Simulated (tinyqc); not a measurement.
Comparisons within one model: static screening by free carriers. A value that a table varies takes the place of the one given here.

kF = (3 pi^2 n/Mv)^(1/3), EF = c kF^2/m with c = hbar^2/2m0, n in 1/angstrom^3 (1e-24 per 1/cm^3), e2 = e^2/(4 pi eps0). Thomas-Fermi: qTF^2 = 6 pi e2 n/(eps EF). Debye: qD^2 = 4 pi e2 n/(eps kB T).

F_j(eta) = (1/Gamma(j + 1)) integral_0^infinity x^j dx/(1 + exp(x - eta)), which tends to exp(eta) for eta << 0.

At finite T: qs^2 = qD^2 F_-1/2(eta)/F_1/2(eta), where n = Mv N F_1/2(eta) and N = 2 (m kB T/(4 pi c))^(3/2) with c = hbar^2/2m0, in 1/angstrom^3; times 1e24 for 1/cm^3.

Donor in the screened potential -(e2/eps) exp(-qs r)/r with the trial function exp(-r/a): E(a) = c/(m a^2) - (e2/eps) 4/(a (2 + qs a)^2), e2 = e^2/(4 pi eps0), c = hbar^2/2m0; isotropic mass.

Lindhard at zero temperature: eps(q)/eps = 1 + (qTF/q)^2 L(x), x = q/(2 kF), L(x) = 1/2 + ((1 - x^2)/(4x)) ln|(1 + x)/(1 - x)|.

Constants: hbar^2/2m0 = 3.80998211 eV angstrom^2; e^2/(4 pi eps0) = 14.39964547 eV angstrom; kB = 8.617333262e-05 eV/K; a0 (Bohr radius) = 0.5291772105 angstrom.

Parameters, chosen for this exercise (near those of GaAs; shifted at random, so the results belong to these values and not to a real crystal):
```
symbol  value    unit    meaning
m       0.0674   m0      mass of one isotropic valley
Mv      1                valleys
eps     13.4             background dielectric constant
T       200      K
n       4.3e+16  1/cm^3  carrier density
```

## Screening unbinds the donor

All carriers n are taken as free and screen with qs(T); E(a) is minimised over a; a dash marks no bound state. aB = a0 eps/m.

Donor level:
```
n (1/cm^3)  n^(1/3) aB  qs aB  E (meV)   a/aB
7.0e+12          0.020  0.008    -5.03  1.000
5.0e+13          0.039  0.021    -4.90  1.000
3.0e+14          0.070  0.051    -4.61  1.002
9.0e+14          0.102  0.088    -4.26  1.005
2.0e+15          0.133  0.132    -3.89  1.011
6.0e+15          0.191  0.227    -3.13  1.032
2.0e+16          0.286  0.410    -1.96  1.098
4.0e+16          0.360  0.572    -1.17  1.192
```

aB = 105.2 angstrom

What can be read from the table?

The level rises from -5.03 meV at the lowest density to -1.17 meV at 4e+16 1/cm^3, against -5.11 meV unscreened. It stays bound over this range. This trial function loses binding at qs aB = 1 and the exact Yukawa problem at 1.19; the Mott rule of thumb is n^(1/3) aB = 0.26, which the last bound row of this table passes: the rule belongs to low temperature, and thermal carriers screen more weakly.

## From Debye to Thomas-Fermi

Screening lengths (angstrom):
```
n (1/cm^3)    eta  Debye  Thomas-Fermi  finite T
7.0e+14     -5.83   1350         173.4      1351
5.0e+15     -3.86  505.2         125.0     507.1
2.0e+16     -2.45  252.6         99.20     256.3
1.0e+17     -0.72  113.0         75.86     121.0
4.0e+17      1.09  56.49         60.21     70.68
1.0e+18      2.83  35.73         51.68     54.58
5.0e+18      9.09  15.98         39.52     39.73
1.0e+19     14.51  11.30         35.21     35.28
```

What can be read from the table?

Debye is within 5 % of the finite-T length up to 2e+16 1/cm^3 of the densities listed and Thomas-Fermi from 5e+18 on. The length goes as n^-0.50 at the low end and n^-0.17 at the high end, against the limits -1/2 and -1/6. Both limits give too short a length.

## Static response in three, two and one dimensions

kF = 0.0108383 1/angstrom
qTF = 0.0114529 1/angstrom

x = q/(2 kF). Response over its long-wave value: L3 as above; L2 = 1 for x <= 1 and 1 - sqrt(1 - 1/x^2) beyond; L1 = ln|(1 + x)/(1 - x)|/(2x).

Response:
```
x         L3     L2     L1  eps(q)/eps, Lindhard 3D  Thomas-Fermi
0.099  0.997  1.000  1.003                    29.39         29.48
0.296  0.970  1.000  1.031                    4.091         4.186
0.493  0.915  1.000  1.095                    2.050         2.149
0.690  0.822  1.000  1.229                    1.482         1.586
0.888  0.668  1.000  1.591                    1.237         1.354
0.967  0.569  1.000  2.114                    1.170         1.299
1.006  0.483  0.891  2.889                    1.133         1.276
1.085  0.369  0.612  1.475                    1.088         1.237
1.282  0.238  0.374  0.815                    1.040         1.170
1.578  0.147  0.226  0.474                    1.016         1.112
2.170  0.074  0.113  0.230                    1.004         1.059
```

What can be read from the table?

Next to x = 1 the table has L3 = 0.569 and 0.483, L2 = 1.000 and 0.891, L1 = 2.114 and 2.889: an infinite slope in 3D, a kink in 2D and a logarithmic peak in 1D, where the whole Fermi surface is joined by 2 kF. These features give Friedel oscillations of period pi/kF = 290 angstrom at zero temperature; they wash out once kT nears EF, so this table, for T = 0, describes the gas only where EF is well above kT. Thomas-Fermi overstates eps(q) by 4.8 % at x = 0.493 and by 9.4 % at x = 1.578.

## What sets the screening length

All results formed anew. Each row changes one parameter from the base and keeps the others.

Results:
```
case                Debye (angstrom)  Thomas-Fermi (angstrom)  finite T (angstrom)
base                           172.3                    87.31                177.6
n = 8.6e+16 1/cm^3             121.8                    77.79                129.3
m = 0.0876 m0                  172.3                    76.59                175.9
eps = 16.08                    188.7                    95.65                194.6
T = 260 K                      196.4                    87.31                200.6
Mv = 2                         172.3                    69.30                175.0
```

What can be read from the table?

The largest shifts from the base row, up to three for each result and ties (the steps differ in size, so this ranks the rows, not the parameters). Debye (angstrom): n -50.5, T +24.1, eps +16.4; unchanged at the printed digits by m and Mv. Thomas-Fermi (angstrom): Mv -18.0, m -10.7, n -9.53; unchanged at the printed digits by T. finite T (angstrom): n -48.4, T +22.9, eps +17.0.

tinyqc: `OMP_NUM_THREADS=1 python tinyqc.py 1650726 1650727 out.jsonl`; about 0.01 s, one thread, shared Intel(R) Xeon(R) Processor @ 2.30GHz.
